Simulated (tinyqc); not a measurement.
## Capacitances from a Coulomb diamond

Inverse problem. A single-electron transistor has the bias V on its left lead and the right lead at 0 V. Its diamonds repeat every q/Cg in gate voltage, close at |V| = q/Cs with Cs = CL + CR + Cg, and have edges of slope dV/dVg = -Cg/CL and Cg/(Cs - CL). Find Cg, Cs, CL and CR.

Constants: q = 1.602176634e-19 C. Results are converted to the units shown.

gate period = 84.325086 mV
bias at the tip of the diamond = 15.863135 mV
slope dV/dVg of the rising edge = 0.38

Answer. The period gives Cg, the tip Cs, and the rising edge Cs - CL = CR + Cg.

Cg = 1.90 aF
Cs = 10.1 aF
CL = 5.10 aF
CR = 3.10 aF

Numbers from tinyqc (`OMP_NUM_THREADS=1 python tinyqc.py 2780025 2780026 out.jsonl`; about 0.01 s on one thread of a shared Intel Xeon 2.30GHz).
